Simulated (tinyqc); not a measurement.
Hall effect and magnetoresistance of several carrier groups with constant relaxation times: one step, computed by the program tinyqc.

Group 1 has charge +e and group 2 charge +e; s_i is that sign. B lies along z; mu B is formed with mu in m^2/(V s).

Question. Back from four measured limits to the two groups. With z_i = s_i mu_i and w_i = s_i n_i the moments M_k = w1 z1^k + w2 z2^k are M_(-1) = (1 + MR_sat) M_0^2/M_1, M_0 = 1/(e R_strong), M_1 = sigma(0)/e, M_2 = R_weak sigma(0)^2/e. The z_i are the roots of z^2 + p z + q with M_2 + p M_1 + q M_0 = 0 and M_1 + p M_0 + q M_(-1) = 0; then w follows from M_0 and M_1. Group 1 is the faster.

Carriers: light and heavy holes. Densities: per volume.

R_H at strong field = 0.1258369 cm^3/C

sigma at B = 0 = 250067.7 S/cm

R_H at weak field = 0.1331223 cm^3/C

saturation MR = 4.265596 %

Constants: e = 1.602176634e-19 C.

Give: p and q; signed mobilities s_i mu_i; densities.

Answer.

p and q: -76000  1.344e+09

signed mobilities s_i mu_i (cm^2/(V s)): 48000  28000

densities (1/cm^3): 8.600e+18  4.100e+19
